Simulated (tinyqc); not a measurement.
Boltzmann transport in a parabolic band with a power-law relaxation time: one step. Transport coefficients. Three cases, with inputs chosen for the exercise.

Task: Form the ratios; u is the mean energy carried, in kT.

tau = tau0 x^r with x = E/kT. With K_j = Gamma(j + 1) F_j(eta): <tau> = tau0 (r + 3/2) K_(r+1/2)/((3/2) K_(1/2)); mu = <tau>/(mc m0/e), m0/e = 5.685630e-12 kg/C; Hall factor rH = (3/2) K_(1/2) (2r + 3/2) K_(2r+1/2)/((r + 3/2) K_(r+1/2))^2; Seebeck S = -(kB/e) [(r + 5/2) K_(r+3/2)/((r + 3/2) K_(r+1/2)) - eta]; Lorenz number L = (kB/e)^2 [(r + 7/2) K_(r+5/2)/((r + 3/2) K_(r+1/2)) - ((r + 5/2) K_(r+3/2)/((r + 3/2) K_(r+1/2)))^2]; kB/e in V/K. Valley anisotropy is left out of rH.

Constants: kB = 8.617333262e-05 eV/K.

Give: <tau>/tau0; rH; u; S; L.

Case 1.

Values chosen (out of a larger set: masses near those of Si; tau0 is set for a mobility of the usual size at this n, kL is a free input; freeze-out and phonon drag, which matter near 77 K, are left out; not measured data): r = 0.5 (exponent of tau).

F_j and K_j:
```
j            F_j        K_j
0.500  0.9547593  0.8461334
1.000   1.042870   1.042870
2.000   1.168048   2.336097
3.000   1.242380   7.454277
1.500   1.113120   1.479716
```

eta = 0.286876

Result:

<tau>/tau0 = 1.643
rH = 1.079
u = 3.360
S = -264.8 microvolt/K
L = 2.232 1e-8 W ohm/K^2

The non-degenerate limits are rH = 1.104, u = r + 5/2 = 3 and L = (r + 5/2)(kB/e)^2 = 2.228; the degenerate ones are rH = 1 and L = 2.443.

Case 2.

Values chosen (out of a larger set: masses near those of GaN; tau0 is set for a mobility of the usual size at this n, kL is a free input; freeze-out and phonon drag, which matter near 77 K, are left out; not measured data): r = 0 (exponent of tau).

F_j and K_j:
```
j              F_j          K_j
0.500  0.003002901  0.002661252
1.500  0.003004495  0.003993997
2.500  0.003005293  0.009987643
```

eta = -5.807115

Result:

<tau>/tau0 = 1.000
rH = 1.000
u = 2.501
S = -716.0 microvolt/K
L = 1.857 1e-8 W ohm/K^2

The non-degenerate limits are rH = 1.000, u = r + 5/2 = 2.5 and L = (r + 5/2)(kB/e)^2 = 1.856; the degenerate ones are rH = 1 and L = 2.443.

Case 3.

Values chosen (out of a larger set: masses near those of Si; tau0 is set for a mobility of the usual size at this n, kL is a free input; freeze-out and phonon drag, which matter near 77 K, are left out; not measured data): r = -0.5 (exponent of tau).

F_j and K_j:
```
j             F_j        K_j
0.500   0.9808102  0.8692204
0.000   0.8674966  0.8674966
1.000    1.073634   1.073634
2.000    1.206028   2.412056
-0.500  0.7332343   1.299624
```

eta = 0.322767

Result:

<tau>/tau0 = 0.665
rH = 1.126
u = 2.475
S = -185.5 microvolt/K
L = 1.645 1e-8 W ohm/K^2

The non-degenerate limits are rH = 1.178, u = r + 5/2 = 2 and L = (r + 5/2)(kB/e)^2 = 1.485; the degenerate ones are rH = 1 and L = 2.443.

Computed by tinyqc, one run a case: `OMP_NUM_THREADS=1 python tinyqc.py N N+1 out.jsonl` with N = 1681445, 1681733, 1681781; one thread of a shared Intel(R) Xeon(R) Processor @ 2.30GHz, about 0.02 s a run at most.
